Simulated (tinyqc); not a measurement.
On-chip interconnect, size-dependent resistivity and RC delay: two steps of the calculation.

A rectangular line between two neighbours and two ground planes. Surface and grain-boundary scattering are added to the bulk resistivity as corrections; capacitances are parallel-plate values without fringing; inductance is ignored.

Values chosen for this exercise; metal values close to those of copper: line length Lw = 310 um; driver resistance Rd = 7000 ohm; load capacitance Cl = 1.2 fF; time step dt = 48 ps.

Problem 1. Ladder and Elmore delays. 6 equal pi sections: series Rs = r Lw/6; node capacitances c Lw/6, halved at nodes 0 and 6, with Cl added to node 6; Rd feeds node 0. Elmore delay of node k: the sum, over the resistors on the path to k, of resistance times all capacitance downstream of it.

r = 86.013513 ohm/um
c = 0.021037550 fF/um

Give: Rs; C; Elmore delay.

Solution 1.

Rs = 4444.0 ohm

```
node   C (fF)  Elmore delay (ps)
0     0.54347             54.051
1      1.0869             85.951
2      1.0869             113.02
3      1.0869             135.26
4      1.0869             152.67
5      1.0869             165.25
6      1.7435             173.00
```

The far-end value equals Rd (c Lw + Cl) + r Lw (c Lw/2 + Cl) for any number of pi sections; the line resistance contributes 68.8 % of it.

Problem 2. Node voltages after a time step. A 1 V step is applied behind Rd at t = 0. C dv/dt = -G v + b, with G the conductance matrix of the ladder (1/Rs between neighbours, 1/Rd added at node 0) and b = (1 V/Rd, 0, ...). Backward Euler step: (C/dt + G) v(new) = (C/dt) v + b.

Rs = 4444.0315 ohm

```
node      C (fF)  v at t = 1 dt (V)
0     0.54347005         0.66892065
1      1.0869401         0.49238889
2      1.0869401         0.36540783
3      1.0869401         0.27519895
4      1.0869401         0.21268424
5      1.0869401         0.17157263
6      1.7434700         0.14772693
```

Give: v at t = 2 dt.

Solution 2.

v at t = 2 dt, node 0 to 6 (V): 0.7934  0.6685  0.5612  0.4738  0.4062  0.3582  0.3290

Range of the model: The metal width is under the mean free path, where the thick-limit surface term and the simple sum of corrections lose accuracy.

Program tinyqc, `OMP_NUM_THREADS=1 python tinyqc.py 2100108 2100109 out.jsonl`; Intel Xeon 2.30GHz, shared host, one thread, about 0.01 s.
